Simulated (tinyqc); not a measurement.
# Off-state parameters from two currents

Inverse problem. Well above V0 the off-state current of a threshold switch is I = Ith exp((V - Vth)/V0). Find V0, Ith and the slope V0 ln 10.

Parameters, values chosen for the exercise: threshold voltage Vth = 3.3 V.

I at 1.65 and 2.47 V (nA): [0.12383294, 6.1468518]

Solution. ln I is linear in V.

V0 = 0.210 V
Ith = 0.320 uA
slope = 484 mV/decade

Numbers from tinyqc (`OMP_NUM_THREADS=1 python tinyqc.py 2490119 2490120 out.jsonl`; about 0.01 s on one thread of a shared Intel Xeon 2.30GHz).
